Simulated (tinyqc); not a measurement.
# Image-sensor pixel with a pinned photodiode, signal and noise: what changes with what

A buried n layer between a heavily doped p+ surface layer and a p layer is emptied into a floating diffusion, read through a source follower with correlated double sampling (reset noise cancelled). One-dimensional abrupt junctions; no blooming, lag or crosstalk.

Values chosen for this exercise; material values close to those of silicon:
- T = 300 K (temperature)
- Eg = 1.1 eV (band gap)
- eps_r = 11.7 (relative permittivity of the semiconductor)
- Nc = 2.85e19 cm^-3 (conduction-band density of states at T)
- Nv = 2.61e19 cm^-3 (valence-band density of states at T)
- A = 0.32 um^2 (photodiode area)
- Nn = 7.7e16 cm^-3 (doping of the buried n layer)
- a = 250 nm (thickness of that layer)
- Np = 3.1e15 cm^-3 (doping of the p layer below)
- Vb = 0.8 V (built-in voltage)
- Cf = 1.4 fF (floating-diffusion capacitance)
- dV = 0.8 V (usable swing of the floating diffusion)
- As = 0.87 (source-follower gain)
- vn = 170 uV (read noise at the output)
- al = 0.631 1/um (absorption coefficient (light near 550 nm))
- Rf = 0.24 (optical loss before the silicon)
- x1 = 0.13 um (dead layer)
- x2 = 2 um (depth of collection)
- tg = 0.0035 s (generation lifetime)
- Wd = 0.9 um (depleted depth)
- Jd = 1.6e6 x 1e-20 cm^4/s (diffusion dark flux per ni^2)
- pr = 0.5 % (gain non-uniformity)
- ti = 33 ms (exposure)
- Ph = 3900 (photons on the photodiode per exposure)

Constants: q = 1.602176634e-19 C, kB = 1.380649e-23 J/K, Vt = kB T/q, eps0 = 8.8541878128e-14 F/cm where lengths are in cm. Results are converted to the units shown.

Each table varies one quantity; the others keep the values above.

## Effect of the floating-diffusion capacitance

With k = 1 + Nn/Np, the two depletion regions meet at depth x = a sqrt(k)/(1 + sqrt(k)) from the p+ side; pinning voltage Vp = q Nn x^2/(2 eps0 eps_r) - Vb. Electrons in the diode at zero bias: Nn A [a - x0 (1 + 1/sqrt(k))], x0 = sqrt(2 eps0 eps_r Vb/(q Nn)). Floating-diffusion limit Cf dV/q; full well FW is the smaller of the two; conversion gain CG = q As/Cf; read noise in electrons vn/CG. QE = (1 - Rf)[exp(-al x1) - exp(-al x2)]. ni = sqrt(Nc Nv) exp(-Eg/(2 Vt)), Eg in volts; dark rates ni Wd A/tg (generation) and Jd ni^2 A (diffusion). Signal S = QE Ph; variance = S + dark rate x ti + (vn/CG)^2 + (pr S)^2; SNR = 20 log10(S/noise); dynamic range 20 log10(FW/noise at S = 0).

The same in every row: Vp (V) = 1.7985; QE = 0.48500; dark rate (electrons/s) = 1.3053.

Results:
```
Cf (fF)  FW (electrons)  read noise (electrons)  SNR (dB)  dynamic range (dB)
0.41             2047.2                 0.50004    32.567              71.553
0.67             2742.1                 0.81714    32.566              70.244
1.8              2742.1                  2.1953    32.557              61.893
3                2742.1                  3.6588    32.538              57.481
4.9              2742.1                  5.9761    32.490              53.228
8                2742.1                  9.7568    32.363              48.973
```

Estimate the missing row, Cf = 1.1 fF.

Computed row:
```
Cf (fF)  FW (electrons)  read noise (electrons)  SNR (dB)  dynamic range (dB)
1.1              2742.1                  1.3416    32.563              66.107
```

With this row back in the table: As Cf goes from 0.41 to 8 fF, the SNR falls from 32.6 to 32.4 dB and the dynamic range falls from 71.6 to 49.0 dB. FW rises from 2050 to 2740 electrons and the read noise rises from 0.500 to 9.76 electrons. While the floating diffusion limits FW both scale with Cf, so the dynamic range changes only through the dark shot noise, 0.21 electrons, which weighs less as the read noise grows; the diode takes over at Cf = 0.549 fF, beyond which only the noise grows.

## Signal-to-noise ratio against light level

conversion gain CG = q As/Cf; read noise in electrons vn/CG. Signal S = QE Ph; variance = S + dark rate x ti + (vn/CG)^2 + (pr S)^2; SNR = 20 log10(S/noise). The slope is d ln(S/noise)/d ln S.

Signal-to-noise ratio against light level:
```
Ph    S (electrons)  noise (electrons)  SNR (dB)    slope
2.1          1.0185             1.9942   -5.8363  0.87194
5.5          2.6675             2.3719    1.0200  0.76290
15           7.2750             3.1992    7.1359  0.64446
39           18.915             4.6779    12.135  0.56739
110          53.350             7.5086    17.031  0.52561
280          135.80             11.799    21.221  0.50897
750          363.75             19.236    25.534  0.49953
2000         970.00             31.567    29.751  0.48968
5400         2619.0             52.853    33.901  0.46984
```

The SNR rises from -5.84 to 33.9 dB, and the slope falls from 0.872 to 0.470: 1 where read and dark noise rule, 1/2 for photon shot noise, 0 at the ceiling 1/pr = 46.0 dB. Shot noise equals the noise floor at S = 2.96 electrons and the non-uniformity at S = 40000.

## Effect of the depth of collection

Same model as above.

The same in every row: Vp (V) = 1.799; FW (electrons) = 2742; read noise (electrons) = 1.707; dark rate (electrons/s) = 1.305; dynamic range (dB) = 64.05.

Effect of the depth of collection:
```
x2 (um)      QE  SNR (dB)
0.8      0.2414     29.62
1.3      0.3655     31.38
2        0.4850     32.56
3.2      0.5992     33.43
5        0.6677     33.88
8        0.6953     34.04
13       0.6999     34.07
20       0.7001     34.07
```

Read the table: what changes, and by how much?

As x2 goes from 0.8 to 20 um, the SNR rises from 29.6 to 34.1 dB and the dynamic range stays at 64.1 dB. QE rises from 0.241 to 0.700; the absorption length is 1.58 um.

tinyqc, about 0.01 s, one thread, Intel Xeon 2.30GHz (shared host): `OMP_NUM_THREADS=1 python tinyqc.py 2630038 2630039 out.jsonl`
